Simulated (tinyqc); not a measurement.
Three voltage laws: time-dependent dielectric breakdown: cell percolation, Weibull statistics, area scaling and voltage extrapolation. Computed by tinyqc, a small Python program. Command: `OMP_NUM_THREADS=1 python tinyqc.py 3024603 3024604 out.jsonl tddb walk`. One thread of a shared host (Intel(R) Xeon(R) Processor @ 2.30GHz), about 0.01 s of CPU time with the checks.

The oxide is divided into columns of area a^2, each holding m = t_ox/a cells (m is taken as continuous). A share lambda(t) = (t/t_1)^alpha of the cells is defective, and a column whose cells are all defective breaks down.

Inputs (values chosen for the exercise, for a model gate oxide):
```
quantity,value,unit
oxide thickness t_ox,4.7,nm
defect cell size a,1.2,nm
exponent alpha of defect growth,0.5,-
time t_1 at which the occupied share would reach 1,1.2e+07,s
test area A,0.9,um^2
product area A_u,100000,um^2
stress voltage V,5.58,V
use voltage V_u,2.3,V
local exponent n = -d ln t/d ln V at the stress voltage,43,-
activation energy E_a,0.69,eV
stress temperature T,105,C
use temperature T_u,85,C
allowed failure fraction F,1e-05,-
```

Voltage law used: 1/E.

Constants: k_B = 8.617333262e-05 eV/K.

Method:
- Failure fraction F = 1 - (1 - lambda^m)^N with N = A/a^2 columns, which for small lambda^m is 1 - exp(-(t/t63)^beta) with beta = alpha m and t63 = t_1 N^(-1/beta); critical share lambda(t63) = N^(-1/m). 1 um^2 = 1e6 nm^2.
- All three voltage laws share the slope n at the stress voltage. Factor t(V_u)/t(V): E law exp(n (1 - V_u/V)); 1/E law exp(n (V/V_u - 1)); power law (V/V_u)^n.
- Temperatures in kelvin are T(C) + 273.15.
- Temperature factor exp[(E_a/k_B)(1/T_u - 1/T)]; area factor (A/A_u)^(1/beta); percentile factor (-ln(1 - F))^(1/beta); life = t63 x all four; 1 year = 3.15576e7 s.
- Life = t63 x voltage, temperature, area and percentile factors, the last three as above.

projected life = 4.32463e+18 years

voltage factor = 4.28246e+26

Log10 of the life in years:
```
V_u/V,V_u (V),E law,1/E law,power law
1.00,5.580,-7.9957,-7.996,-7.9957
0.95,5.301,-7.0620,-7.013,-7.0379
0.90,5.022,-6.1283,-5.921,-6.0282
0.80,4.464,-4.2608,-3.327,-3.8286
0.70,3.906,-2.3933,0.008,-1.3350
0.60,3.348,-0.5259,4.454,1.5438
0.50,2.790,1.3416,10.679,4.9485
0.40,2.232,3.2091,20.016,9.1157
```

At V_u/V = 0.9 the laws differ by 0.21 decades at most, and at 0.5 by 9.3. The E law is the most cautious and the 1/E law the most hopeful. Ten years are reached at V_u/V = 0.518 (E), 0.675 (1/E), 0.618 (power). Caution: t_1 is an input here; in a real oxide it changes with thickness at fixed voltage. Caution: a voltage factor of more than nine decades rests wholly on the chosen law and cannot be tested. Caution: the rows at low voltage extrapolate over many decades and cannot be tested.
